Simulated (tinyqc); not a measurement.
Thickness: WKB tunnelling through a gate dielectric with a two-band (Franz) dispersion.

At depth x the conduction edge lies u(x) = phi - V x/t above the electron. Parabolic: kappa = sqrt(m u/c). Franz: kappa = sqrt(m u (1 - u/Eg)/c), which vanishes at both band edges. c = hbar^2/2m0. T = exp(-2 integral of kappa dx) over the region u > 0; no image force, no prefactor, zero transverse momentum. The region ends at x_e = min(t, phi t/V); x_e < t is the Fowler-Nordheim regime.

Constants: hbar^2/2m0 = 3.80998211 eV angstrom^2.

Values chosen for the exercise (of the size used for Si3N4 on silicon; the results hold for these values, not for the real material): Eg = 4.9 eV (gap of the dielectric); phi = 1.99 eV (barrier above the electron energy at the emitter); m = 0.46 m0 (mass at the conduction edge); V = 2.1 V (voltage across the layer).

The same voltage across layers of other thickness. The last column is the thickness that changes T by a factor of ten, ln(10)/(2 I/t).

Transmission:

| t (angstrom) | field (MV/cm) | T parabolic | T Franz | angstrom per decade, Franz |
|---|---|---|---|---|
| 8 | 26.25 | 0.00705 | 0.0136 | 4.286 |
| 10 | 21.00 | 0.00204 | 0.00464 | 4.286 |
| 12 | 17.50 | 0.000592 | 0.00158 | 4.286 |
| 15 | 14.00 | 9.24e-05 | 0.000316 | 4.286 |
| 20 | 10.50 | 4.17e-06 | 2.15e-05 | 4.286 |
| 25 | 8.40 | 1.89e-07 | 1.47e-06 | 4.286 |
| 30 | 7.00 | 8.53e-09 | 9.99e-08 | 4.286 |
| 40 | 5.25 | 1.74e-11 | 4.64e-10 | 4.286 |

How do the results move, and what explains it?

At fixed voltage the exponent is proportional to t: T falls tenfold for each 4.29 angstrom. The ratio of Franz to parabolic grows with t, from 1.93 at 8 to 26.6 at 40 angstrom. V exceeds phi, so every row is in the Fowler-Nordheim regime. Fields above about 7 MV/cm (6 of the rows) are past breakdown; those rows are an exercise.

tinyqc: `OMP_NUM_THREADS=1 python tinyqc.py 1481194 1481195 out.jsonl`; about 0.01 s, one thread, shared Intel(R) Xeon(R) Processor @ 2.30GHz.
